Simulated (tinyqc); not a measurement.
## Mass and degeneracy from charge and saturation current

Inverse problem. At high drain voltage only states moving towards the drain are filled: n = (N0/2) F_0(eta), N0 = gv m kB T/(pi hbar^2), F_0(x) = ln(1 + exp x), and I = q (N0/2) vT F_(1/2)(eta) per width, vT = sqrt(2 kB T/(pi m)), F_(1/2)(x) = (2/sqrt(pi)) int_0^infinity u^(1/2)/(1 + exp(u - x)) du. Find eta and m.

Inputs (values chosen for the exercise):
- T = 300 K (temperature)
- gv = 2 (valley degeneracy)

Constants: q = 1.602176634e-19 C, kB = 1.380649e-23 J/K, hbar = 1.054571817e-34 J s, m0 = 9.1093837015e-31 kg. Results are converted to the units shown.

n = 1.8411843e12 cm^-2
I = 409.33881 uA/um

Solution. The mass drops out of I^2/(q^2 n) = gv (kB T)^2 F_(1/2)^2/(pi^2 hbar^2 F_0), which rises with eta and so fixes it; n then gives m.

eta = 0.350
m = 0.193 m0

Program tinyqc, `OMP_NUM_THREADS=1 python tinyqc.py 2400135 2400136 out.jsonl`; Intel Xeon 2.30GHz, shared host, one thread, about 0.01 s.
